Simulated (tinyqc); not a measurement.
Worked calculation: Slater-Koster d bands of a bcc metal. Values are carried at full precision from step to step, so a last printed digit may differ when a step is redone from the rounded ones.

Slater-Koster d bands. For a bond with direction cosines (l, m, n) the 5 x 5 block is dds Ps + ddp Pp + ddd (1 - Ps - Pp), the projectors on sigma, pi and delta states about the bond; for instance <xy|xy> = 3 l^2 m^2 dds + (l^2 + m^2 - 4 l^2 m^2) ddp + (n^2 + l^2 m^2) ddd, <xy|yz> = 3 l m^2 n dds + l n (1 - 4 m^2) ddp + l n (m^2 - 1) ddd and <3z2-r2|3z2-r2> = (n^2 - (l^2 + m^2)/2)^2 dds + 3 n^2 (l^2 + m^2) ddp + (3/4)(l^2 + m^2)^2 ddd. H(k) sums the blocks times cos(k.R) over the neighbours; the d level is the zero of energy; k in 2 pi/a.

Parameters, chosen for this exercise (of the size met in Ta; the results hold for these values, not for the real material): dds = -1.279 eV (dd sigma); ddp = 0.614 eV (dd pi); ddd = -0.205 eV (dd delta); f2 = 0.55 (factor on all three integrals for second neighbours); Es = 6.4 eV (s level); sss = -1.23 eV (ss sigma); sds = -0.49 eV (sd sigma); k = (0.15, 0.24, 0) 2 pi/a (wave vector); Nd = 4 (d electrons per atom).

## The block of one bond

Direction (1,1,1)/sqrt3; its eigenvalues must be dds once, ddp twice and ddd twice.

block (eV):
```
             xy       yz       zx    x2-y2   3z2-r2
xy      -0.3810  -0.4490  -0.4490        0  -0.3152
yz      -0.4490  -0.3810  -0.4490  -0.2730   0.1576
zx      -0.4490  -0.4490  -0.3810   0.2730   0.1576
x2-y2         0  -0.2730   0.2730   0.3410        0
3z2-r2  -0.3152   0.1576   0.1576        0   0.3410
```

## Levels at Gamma

Neighbours: eight at (a/2)(1,1,1) and equivalents, and six at a(1,0,0) and equivalents with the integrals times f2.

Summing the blocks at k = 0 gives E(t2g) = (8/3) dds + (16/9) ddp + (32/9) ddd + f2 (4 ddp + 2 ddd), E(eg) = (16/3) ddp + (8/3) ddd + f2 (3 dds + 3 ddd).

levels (eV): t2g (threefold) -1.9227, eg (twofold) 0.2794

The t2g level lies lower, by 2.2021 eV.

## The Hamiltonian at one k

An s orbital at Es couples to nearest neighbours alone: <s|s> = sss, <s|xy> = sqrt3 l m sds (cyclic), <s|x2-y2> = (sqrt3/2)(l^2 - m^2) sds, <s|3z2-r2> = (n^2 - (l^2 + m^2)/2) sds.

Sum over the neighbours.

H(k) (eV):
```
             s       xy       yz       zx   x2-y2  3z2-r2
s       0.0088   0.7034        0        0       0       0
xy      0.7034  -1.7658        0        0       0  0.7837
yz           0        0  -1.3945   1.1163       0       0
zx           0        0   1.1163  -0.9215       0       0
x2-y2        0        0        0        0  0.8232  0.2686
3z2-r2       0   0.7837        0        0  0.2686  0.0261
```

## Levels and character

Diagonalise H; t2g is xy, yz, zx and eg the other two.

levels (eV): -2.2991  -2.2562  -0.0233  -0.0169  0.4339  0.9379

weights:
```
     band 1  band 2  band 3  band 4  band 5  band 6
s     0.000   0.079   0.476   0.000   0.433   0.011
t2g   1.000   0.821   0.001   1.000   0.158   0.019
eg    0.000   0.100   0.523   0.000   0.408   0.969
```

## Levels at points of symmetry

Coordinates: G (0, 0, 0), H (1, 0, 0), N (0.5, 0.5, 0), P (0.5, 0.5, 0.5); the others lie half way.

Levels (eV):
```
k        band 1  band 2  band 3  band 4  band 5  band 6
G        -3.440  -1.923  -1.923  -1.923   0.279   0.279
G-H 0.5  -1.998  -0.226  -0.226   0.365   1.576   6.400
H        -5.177  -5.177   4.173   4.173   4.173  16.240
N        -3.883  -3.366   1.283   1.998   3.817   7.059
P        -1.125  -1.125  -1.125   2.449   2.449   6.400
P-G 0.5  -2.675  -2.675   0.626   1.292   1.292   3.758
G-N 0.5  -2.665  -2.645   0.426   0.947   1.139   1.926
```

On these points the bands run from -5.177 (H) to 16.240 eV (H).

## Second moment and the rectangular band

mu2 = z (dds^2 + 2 ddp^2 + 2 ddd^2)/5 per orbital, with z = 8 + 6 f2^2. A rectangular band with the same mu2 has width W = sqrt(12 mu2), Fermi level W (Nd/10 - 1/2) and bond energy -W Nd (10 - Nd)/20 (Friedel).

mu2 = 4.8562 eV^2
W = 7.6338 eV
Fermi level = -0.7634 eV
bond energy per atom = -9.1606 eV

The bond energy is the attractive part alone; the repulsion between atoms, left out, cancels a large share of it in the cohesive energy.

## Checks

- Levels at Gamma from the formulas against H(0): they agree to 1e-10 or better.
- Second moment from the formula against the mean square level on the mesh: both 4.85623.

Computed by tinyqc, a small Python program: `OMP_NUM_THREADS=1 python tinyqc.py 1480513 1480514 out.jsonl` (the numbers bound the seed that draws the inputs); one thread of a shared host (Intel(R) Xeon(R) Processor @ 2.30GHz), about 0.03 s for the whole set of steps.
